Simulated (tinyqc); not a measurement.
Geometry relaxation of a small cluster: one step, computed by the program tinyqc. Command: `OMP_NUM_THREADS=1 python tinyqc.py 3004711 3004712 out.jsonl relax walk`. One thread of a shared host (Intel(R) Xeon(R) Processor @ 2.30GHz), about 0.01 s of CPU time with the checks.

E = sum_i {sum_j A exp(-p (r_ij/r0 - 1)) - xi sqrt(rho_i)}, rho_i = sum_j exp(-2 q (r_ij/r0 - 1)); the force on i is -sum_j w_ij (R_i - R_j)/r_ij with w_ij = -(2p/r0) A exp(-p (r_ij/r0 - 1)) + (xi q/r0) exp(-2 q (r_ij/r0 - 1)) (rho_i^(-1/2) + rho_j^(-1/2)).

Problem. Energy and forces at the start. Evaluate E and the forces at the starting positions.

Inputs (values chosen for the exercise, for model atoms): length r0 = 2.33 angstrom; repulsion A = 0.095 eV; hopping xi = 1.37 eV; decay p = 9.9; decay q = 2.37.

Potential: Gupta. Method: conjugate gradient.

starting positions (angstrom), rows atom 1, atom 2, atom 3, columns x, y, z:
$$\begin{pmatrix}
-0.03 & 0.24 & 0.11 \\
2.21 & 0.15 & 0.29 \\
0.95 & 1.77 & -0.2
\end{pmatrix}$$

Give: distances; energy at the start; forces.

Solution.

distances (angstrom): 1-2 2.249, 1-3 1.843, 2-3 2.110

energy at the start = -5.536 eV

forces (eV/angstrom), rows atom 1, atom 2, atom 3, columns x, y, z:
$$\begin{pmatrix}
-0.730 & -2.237 & 0.503 \\
-0.875 & 0.271 & -0.129 \\
1.605 & 1.966 & -0.374
\end{pmatrix}$$
